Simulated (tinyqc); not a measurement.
What each parameter does: quantum-confined Stark effect in a modulator well.

Envelopes on cells of 0.5 angstrom over the well |z| < L/2 and 45 angstrom of barrier on each side, psi = 0 beyond, psi'/m continuous (mean mass between points), c = hbar^2/2m0. The electron sees + e F z and the hole - e F z, each with its offset in the barriers; 1 kV/cm = 1e-5 eV/angstrom. Light holes, band mixing and escape by tunnelling are left out.

Exciton: in-plane function exp(-rho/lam), 1/mu = 1/me + 1/mp, E(lam) = c/(mu lam^2) - (q/eps) times the integral over k of Fm(k)(1 + (k lam/2)^2)^(-3/2), Fm(k) the double integral of psi_e^2 psi_h^2 exp(-k |z - z'|), q = e^2/(4 pi eps0); binding Eb = -E at the minimum. Line at Eg + E_e + E_h - Eb, strength proportional to overlap^2/lam^2.

Constants: hbar^2/2m0 = 3.80998211 eV angstrom^2; e^2/(4 pi eps0) = 14.39964547 eV angstrom; hc = 1239.841984 eV nm.

Values chosen for the exercise (near those of an InGaAsP well in InP; not measured data): L = 106 angstrom (well width); Vc = 0.2 eV (conduction offset); Vv = 0.292 eV (heavy-hole offset); me = 0.0495 m0 (electron, well); meb = 0.0819 m0 (electron, barrier); mh = 0.346 m0 (heavy hole along z, well); mhb = 0.503 m0 (heavy hole, barrier); Eg = 0.867 eV (gap of the well); mp = 0.114 m0 (heavy hole in the plane); eps = 13.1 (dielectric constant); F = 88 kV/cm (field).

Zero-field line, shift at F, overlap^2 and Eb at F.

One parameter was then changed.

Results before and after:
```
case     line (nm)  shift (meV)  overlap^2  Eb (meV)
base        1378.7       -18.30      0.451      5.53
changed     1377.2       -17.68      0.481      5.55
```

Which of these changes was made? (a) me = 0.0569 m0; (b) Vc = 0.16 eV; (c) F = 70 kV/cm; (d) eps = 11.8; (e) L = 96 angstrom; (f) mh = 0.294 m0; (g) Vv = 0.365 eV.

Answer: (f) mh = 0.294 m0. Of the candidates, run in turn, only this one gives the changed row.

All candidates:
```
case             line (nm)  shift (meV)  overlap^2  Eb (meV)
base                1378.7       -18.30      0.451      5.53
L = 96 angstrom     1370.0       -14.11      0.561      5.90
F = 70 kV/cm        1378.7       -12.08      0.561      5.74
Vc = 0.16 eV        1381.8       -19.13      0.427      5.44
Vv = 0.365 eV       1378.4       -17.82      0.461      5.56
me = 0.0569 m0      1382.2       -18.30      0.440      5.85
mh = 0.294 m0       1377.2       -17.68      0.481      5.55
eps = 11.8          1380.5       -18.08      0.451      6.54
```

Run: tinyqc, `OMP_NUM_THREADS=1 python tinyqc.py 1250134 1250135 out.jsonl`; Intel(R) Xeon(R) Processor @ 2.30GHz, one thread, shared host; about 0.2 s of CPU time with all checks.
